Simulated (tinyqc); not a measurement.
Pinning factor and decay constant from two barriers.

Inverse problem. phiB = S (phiM - chi) + (1 - S)(Eg - E0) with S = 1/(1 + (1/S0 - 1) exp(-be ti)). Find S0, S at the given thickness and be.

Inputs (values chosen for the exercise); semiconductor values close to those of gallium nitride; interlayer mass of the order of that in lanthanum oxide, offset chosen freely: band gap Eg = 3.27 eV; electron affinity chi = 4.26 eV; charge-neutrality level above the valence band E0 = 2.4 eV; metal work function phiM = 4.44 eV.

phiB at ti = 0, 0.3 nm (eV): 0.4491  0.30008254

Answer. Each barrier gives its S by linear interpolation between the pinned and the unpinned value; the ratio of the two values of 1/S - 1 is exp(be ti).

S0 = 0.6100
S = 0.8260
be = 3.700 1/nm

tinyqc, about 0.02 s, one thread, Intel Xeon 2.30GHz (shared host): `OMP_NUM_THREADS=1 python tinyqc.py 2270021 2270022 out.jsonl`
